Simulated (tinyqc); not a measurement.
# Gate-all-around wire with two subbands, quantum capacitance, step by step

Program tinyqc, `OMP_NUM_THREADS=1 python tinyqc.py 2200070 2200071 out.jsonl`; Intel Xeon 2.30GHz, shared host, one thread, about 0.01 s. Printed values are rounded.

phi is the Fermi level above the lowest subband edge, in volts; Vg is counted from the gate voltage at which an empty wire would have phi = 0. Both directions of motion are filled (equilibrium).

Values chosen for this exercise:
```
symbol  value  unit                                                                 meaning
T         400     K                                                             temperature
eox       3.9        relative permittivity of the gate insulator (close to silicon dioxide)
tox       9.2    nm                                                     insulator thickness
md      0.045    m0                                                     mass along the wire
gv          1                                                             valley degeneracy
E2       0.17    eV                                          second subband above the first
g2          2                                      orbital degeneracy of the second subband
rw        4.7    nm                                                      radius of the wire
Vg       0.23     V                                                            gate voltage
```

Constants: q = 1.602176634e-19 C, kB = 1.380649e-23 J/K, hbar = 1.054571817e-34 J s, m0 = 9.1093837015e-31 kg, Vt = kB T/q, eps0 = 8.8541878128e-14 F/cm where lengths are in cm. Results are converted to the units shown.

## Gate capacitance

Cox = 2 pi eps0 eox/ln(1 + tox/rw) per length.

Cox = 2.000936 pF/cm

## Starting value

phi = 0.01 V.

phi at the start = 0.01 V

## Iteration 1: new phi

N1 = gv sqrt(2 md m0 kB T/(pi hbar^2)); n1 = N1 F(phi/Vt), n2 = g2 N1 F((phi - E2)/Vt), n = n1 + n2, F(e) = (1/sqrt(pi)) int_0^infinity u^(-1/2) du/(1 + exp(u - e)); Cq = q dn/dphi = (q N1/Vt) [F'(phi/Vt) + g2 F'((phi - E2)/Vt)]. Newton: f = phi + q (n)/Cox - Vg, phi(new) = phi - f/(1 + (Cq)/Cox).

n1 = 8.193849e5 cm^-1
n2 = 21800.06 cm^-1
Cq = 2.272689 pF/cm
f = -0.1526452 V
phi after iteration 1 = 0.08146935 V

## Iteration 2: new phi

As before.

n1 = 1.835772e6 cm^-1
n2 = 1.656283e5 cm^-1
Cq = 2.834216 pF/cm
f = 0.01172419 V
phi after iteration 2 = 0.07661752 V

## Course of the iteration

Stop when the step is below 1e-10 V, or after 40 iterations.

Course of the iteration:

| iteration | phi before the step (V) | step (V) |
|---|---|---|
| 1 | 0.01 | 0.0715 |
| 2 | 0.08146935 | -4.85e-3 |
| 3 | 0.07661752 | -2.29e-5 |
| 4 | 0.07659458 | -4.48e-10 |
| 5 | 0.07659458 | < 1e-14 |

Converged in 5 iterations.

## Charge and capacitances at the solution

converged phi = 0.07659458 V

N1 = gv sqrt(2 md m0 kB T/(pi hbar^2)); n1 = N1 F(phi/Vt), n2 = g2 N1 F((phi - E2)/Vt), n = n1 + n2, F(e) = (1/sqrt(pi)) int_0^infinity u^(-1/2) du/(1 + exp(u - e)); Cq = q dn/dphi = (q N1/Vt) [F'(phi/Vt) + g2 F'((phi - E2)/Vt)]. 1/C_G = 1/Cox + 1/(Cq); dphi/dVg = Cox/(Cox + Cq).

n = 1.915859e6 cm^-1
Cq = 2.790189 pF/cm
C_G = 1.165277 pF/cm
dphi/dVg = 0.4176338

Cq is 1.39 times Cox, so C_G is 58.2 % of Cox; 33.3 % of the gate voltage has gone into phi.
